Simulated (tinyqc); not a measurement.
# MOS structure on a p-type body, non-linear Poisson equation by Newton steps: charge and capacitance against gate voltage

One dimension, insulator interface at x = 0, acceptor density Na, uniform, net doping C = -(acceptor density). psi is counted from the intrinsic level: n = ni exp((psi - Vb)/Vt), p = ni exp(-psi/Vt); deep in the body psi_b = -Vt ln(Na/ni). The gate acts through Cox = eps0 eox/tox and has the potential psi_G = Vg - (phiM - chi - Vt ln(Nc/ni)). Boltzmann statistics, full ionisation, classical densities, no oxide or interface charge.

ni = sqrt(Nc Nv) exp(-Eg/(2 Vt)), Eg in volts. The Poisson equation d/dx(eps0 eps_r dpsi/dx) = -q (p - n + C), with eps0 eps_r dpsi/dx = -Cox (psi_G - psi_0) at x = 0, is solved on a mesh of about 600 nodes or more. N_inv is the integral of n less its value deep in the body. C_LF = Cox (1 - dpsi_0/dVg) with all carriers following; C_HF is the same with the electron quasi-Fermi level shifting uniformly so that N_inv stays fixed. The centroid is that of the same excess.

Parameters, values chosen for the exercise; band and dielectric values close to those of silicon: temperature T = 250 K; band gap Eg = 1.13 eV; relative permittivity eps_r = 11.8; conduction-band density of states at T Nc = 2.11e19 cm^-3; valence-band density of states at T Nv = 2.01e19 cm^-3; electron affinity chi = 4.05 eV; acceptor density deep in the body Na = 2.5e16 cm^-3; relative permittivity of the gate insulator (close to silicon dioxide) eox = 3.9; insulator thickness tox = 3.6 nm; gate work function phiM = 4.16 eV; electron quasi-Fermi potential against the body Vb = 1 V.

Constants: q = 1.602176634e-19 C, kB = 1.380649e-23 J/K, Vt = kB T/q, eps0 = 8.8541878128e-14 F/cm where lengths are in cm. Results are converted to the units shown.

Charge and capacitance against gate voltage:
```
Vg (V)  psi_0 - psi_b (V)  N_inv (cm^-2)  C_LF/Cox  C_HF/Cox  centroid (nm)
0.95                 1.70         7.71e6    0.0355    0.0355           1.92
1.1                  1.85         5.85e9    0.0741    0.0341           1.84
1.24                 1.93        2.96e11     0.667    0.0335           1.65
1.39                 1.97        9.93e11     0.848    0.0334           1.39
1.53                 1.99        1.73e12     0.898    0.0334           1.21
1.68                 2.00        2.54e12     0.924    0.0334           1.06
1.82                 2.01        3.33e12     0.939    0.0334          0.960
```

N_inv goes from 7.71e6 to 3.33e12 cm^-2 and passes 2e11 cm^-2 at Vg = 1.21 V. Below threshold it takes 52.1 mV a decade between Vg = 0.95 and 1.1 V, against Vt ln 10 = 49.6 mV. C_LF/Cox is lowest, 0.0355, at Vg = 0.95 V among the rows listed and ends at 0.939, while C_HF/Cox ends at 0.0334. Between the last two rows q dN_inv/dVg is 0.932 Cox. Where the classical centroid is under about 2 nm, confinement would move the charge away from the interface and raise the threshold. Above about 2e12 cm^-2 degeneracy matters too.

tinyqc, about 0.5 s, one thread, Intel Xeon 2.30GHz (shared host): `OMP_NUM_THREADS=1 python tinyqc.py 2080132 2080133 out.jsonl`
